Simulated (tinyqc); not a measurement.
Off-state leakage of single and stacked transistors: one step of the calculation.

n-channel devices of unit width. Subthreshold current I(Vg, Vs, Vd) = I0 (T/300 K)^0.5 exp[(Vg - Vs - VT(T) - gb (Vs - Vb) + dd (Vd - Vs))/(nf Vt)] (1 - exp(-(Vd - Vs)/Vt)), VT(T) = VT - cT (T - 300 K). Gate-edge tunnelling Ig (Vd/1 V) exp(ag (Vd - 1 V)), for a gate at 0 V, and band-to-band leakage Ab u exp(-Bb/u), u = Vd - Vb + 1 V, flow at a drain held at V; both are taken as independent of T. In a stack of off transistors (all gates at 0 V) the same subthreshold current passes through each.

Question. Leakage of one transistor. Vg = Vs = 0, Vd = V; effective threshold VT(T) - gb Vb - dd V.

Values chosen for this exercise; values of the order met in bulk silicon logic transistors: temperature T = 398 K; supply voltage V = 1.1 V; threshold at 300 K, zero drain and body bias VT = 0.34 V; fall of the threshold with temperature cT = 0.6 mV/K; current at threshold at 300 K I0 = 0.62 uA/um; slope factor nf = 1.17; drain-induced lowering per volt dd = 0.09; rise of the threshold per volt of source-body bias gb = 0.08; gate-edge tunnelling current at 1 V Ig = 7e-5 uA/um; exponential slope of the gate current ag = 5.8 1/V; prefactor of band-to-band leakage at the drain Ab = 10 uA/(um V); its exponential voltage Bb = 29 V; body voltage Vb = 0 V.

Constants: q = 1.602176634e-19 C, kB = 1.380649e-23 J/K, Vt = kB T/q. Results are converted to the units shown.

Wanted: effective threshold; parts; total; shares.

Answer.

effective threshold = 0.18220 V
parts (nA/um): subthreshold 7.6181, gate edge 0.13752, band-to-band 0.021126
total = 7.7767 nA/um
shares (%): subthreshold 97.960, gate edge 1.7684, band-to-band 0.27166

The subthreshold part is the largest.

Computed by the program tinyqc: `OMP_NUM_THREADS=1 python tinyqc.py 2242117 2242118 out.jsonl`, one thread of a shared Intel Xeon 2.30GHz, about 0.04 s for the whole run.
